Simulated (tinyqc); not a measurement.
Off-state leakage of single and stacked transistors: one step of the calculation.

n-channel devices of unit width. Subthreshold current I(Vg, Vs, Vd) = I0 (T/300 K)^0.5 exp[(Vg - Vs - VT(T) - gb (Vs - Vb) + dd (Vd - Vs))/(nf Vt)] (1 - exp(-(Vd - Vs)/Vt)), VT(T) = VT - cT (T - 300 K). Gate-edge tunnelling Ig (Vd/1 V) exp(ag (Vd - 1 V)), for a gate at 0 V, and band-to-band leakage Ab u exp(-Bb/u), u = Vd - Vb + 1 V, flow at a drain held at V; both are taken as independent of T. In a stack of off transistors (all gates at 0 V) the same subthreshold current passes through each.

Task. New Vx. Stack of two, Vx the node between them: I_low = I(0, 0, Vx), I_up = I(0, Vx, V), f = ln(I_up/I_low), f' = -(1 + gb + 2 dd)/(nf Vt) - 1/(Vt (exp(Vx/Vt) - 1)) - 1/(Vt (exp((V - Vx)/Vt) - 1)), Vx(new) = Vx - f/f'.

Inputs (values chosen for the exercise); values of the order met in bulk silicon logic transistors:
- T = 300 K (temperature)
- V = 0.9 V (supply voltage)
- VT = 0.27 V (threshold at 300 K, zero drain and body bias)
- cT = 0.6 mV/K (fall of the threshold with temperature)
- I0 = 0.48 uA/um (current at threshold at 300 K)
- nf = 1.49 (slope factor)
- dd = 0.05 (drain-induced lowering per volt)
- gb = 0.17 (rise of the threshold per volt of source-body bias)
- Vb = 0 V (body voltage)

Constants: q = 1.602176634e-19 C, kB = 1.380649e-23 J/K, Vt = kB T/q. Results are converted to the units shown.

Vx after iteration 1 = 0.041740488 V

Wanted: I_low; I_up; f; f'; Vx after iteration 2.

Result.

I_low = 0.36666 nA/um
I_up = 0.37179 nA/um
f = 0.013901
f' = -42.579 1/V
Vx after iteration 2 = 0.042067 V

tinyqc, about 0.03 s, one thread, Intel Xeon 2.30GHz (shared host): `OMP_NUM_THREADS=1 python tinyqc.py 2242184 2242185 out.jsonl`
